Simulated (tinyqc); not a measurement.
k.p values derived from sp3s* tight binding at Gamma, step by step. Values are carried at full precision from step to step, so a last printed digit may differ when a step is redone from the rounded ones.

At Gamma the states are two-level mixtures: s-like S+ (upper) and S- (lower) from [[Esa, Vss], [Vss, Esc]], p-like P- (valence) and P+ from [[Epa, Vxx], [Vxx, Epc]], and the bare s* levels. With real k in 1/angstrom and kz = 0, the phase sums over the four bonds are g0 = 1 - (a k/4)^2/2, g1 = i a kx/4, g3 = -(a/4)^2 kx ky to second order. Each mixture is written (anion, cation) with the anion part positive. c = hbar^2/2m0. No spin-orbit coupling.

Constants: hbar^2/2m0 = 3.80998211 eV angstrom^2.

Inputs chosen for the exercise (near a published set for InAs, fitted to gaps, whose masses and valley positions are rough; shifted at random, so the results belong to these values and not to a real crystal): Esa = -9.522 eV (s level of the anion); Esc = -2.706 eV (s level of the cation); Epa = 0.904 eV (p level of the anion); Epc = 3.716 eV (p level of the cation); Vss = -5.572 eV (s-s); Vxx = 1.849 eV (px-px); a = 6.052 angstrom (lattice constant); Vsapc = 3.016 eV (s anion, p cation); Vscpa = 5.436 eV (s cation, p anion); Vxapc = 3.379 eV (s* anion, p cation); Vpaxc = 3.928 eV (p anion, s* cation); Exa = 7.397 eV (s* level of the anion); Exc = 6.693 eV (s* level of the cation); Vxy = 4.495 eV (px-py).

## States at Gamma

Solve the two blocks.

States:
```
state     E (eV)  anion part  cation part
S-     -12.64559    0.872288     0.488993
P-      -0.01285    0.895905    -0.444246
S+       0.41759    0.488993    -0.872288
P+       4.63285    0.444246     0.895905
```

## Linear terms and the Kane energy

<s state|dH/dkx|x state> = i P with P = (a/4)(sa pc Vsapc + sc pa Vscpa), sa, sc and pa, pc being the parts of the two states; for s* on the anion P = (a/4) pc Vxapc, on the cation (a/4) pa Vpaxc. Ep = P^2/c for S+ to P-.

Couplings:
```
pair       P (eV angstrom)  E(first) - E(second) (eV)
S+ to P-          -7.41875                    0.43044
S+ to P+          -1.18805                   -4.21526
S- to P-           1.83486                  -12.63274
s*a to P-         -2.27118                    7.40985
s*c to P-          5.32442                    6.70585
```

Ep = 14.446 eV

The two terms of S+ to P- have the same sign and add: S+ and P- both change sign from anion to cation. An on-site momentum element between s and p, which real atoms have, is absent from this model.

## Electron mass

m0/m = [<S+|d2H/dkx^2|S+>/2 + sum P^2/(E(S+) - E(P))]/c over P- and P+, with the direct term -(a/4)^2 sa sc Vss.

parts of m0/m: direct -1.428, from P- 33.560, from P+ -0.088

mass = 0.0312 m0

The valence band supplies 105 % of m0/m; the direct term, which stands in for the free-electron 1, is -1.43. Sets of this kind were fitted to gaps and often give too heavy a mass, by up to a factor of two.

## Valence parameters L, M, N and the Luttinger values

Direct terms d0 = -(a/4)^2 pa pc Vxx, dN = -2 (a/4)^2 pa pc Vxy for P-. F = sum P^2/(E(P-) - E(s)) over S+, S-, s*a, s*c. The y state of P- couples to the z state of P+ through Q = (a/4) Vxy (pa p'c - pc p'a), primes for P+, and H1 = Q^2/(E(P-) - E(P+)). L = d0 + F, M = d0 + H1, N = dN + F + H1; g1 = -(L + 2M)/(3c), g2 = -(L - M)/(6c), g3 = -N/(6c).

d0, dN, F, Q, H1 (eV angstrom^2; Q in eV angstrom): 1.6846  8.1907  -132.5215  6.8009  -9.9560

L, M, N (eV angstrom^2): -130.837  -8.271  -134.287

g1, g2, g3: 12.894  5.362  5.874

Along [100] the masses without spin-orbit coupling are c/|L| = 0.029 (one band) and c/|M| = 0.461 (two bands).

## Checks

- Electron mass against a finite difference of the full bands: 0.03121 against 0.03122.
- L and M against finite differences along [100]: largest relative difference 2.9e-04.
- Lowest curvature along [111], (L + 2M + 2N)/3, against a finite difference: -138.65 against -138.61.

Run: tinyqc, `OMP_NUM_THREADS=1 python tinyqc.py 1450077 1450078 out.jsonl`; Intel(R) Xeon(R) Processor @ 2.30GHz, one thread, shared host; about 0.01 s of CPU time with all checks.
